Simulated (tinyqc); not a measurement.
From results back to parameters: smearing for a one-band metal on the square lattice. Three cases, with inputs chosen for the exercise.

Problem. With Gaussian smearing, f = erfc(x)/2, s = exp(-x^2)/(2 sqrt(pi)), x = (E_k - mu)/sigma and free energy F = E - sigma S, small widths give F(sigma) = E0 - D sigma^2/4, where D is the density of states at the Fermi level (both spins, per cell). F at two widths was computed from hidden E0 and D.

Case 1.

Values chosen: s1 = 0.085 eV; s2 = 0.17 eV.
F(s1) = -0.9321542 eV
F(s2) = -0.9356168 eV

Case 2.

Values chosen: s1 = 0.053 eV; s2 = 0.106 eV.
F(s1) = -0.6361878 eV
F(s2) = -0.6394511 eV

Case 3.

Values chosen: s1 = 0.036 eV; s2 = 0.072 eV.
F(s1) = -0.4762480 eV
F(s2) = -0.4781920 eV

Find: D; E0.

Solution. D = 4 (F(s1) - F(s2))/(s2^2 - s1^2); E0 = F(s1) + D s1^2/4.

Case 1.

D = 0.639 1/eV
E0 = -0.9310 eV

Case 2.

D = 1.549 1/eV
E0 = -0.6351 eV

Case 3.

D = 2.000 1/eV
E0 = -0.4756 eV

Computed by tinyqc, one run a case: `OMP_NUM_THREADS=1 python tinyqc.py N N+1 out.jsonl` with N = 1682163, 1682230, 1682472; one thread of a shared Intel(R) Xeon(R) Processor @ 2.30GHz, about 0.1 s a run at most.
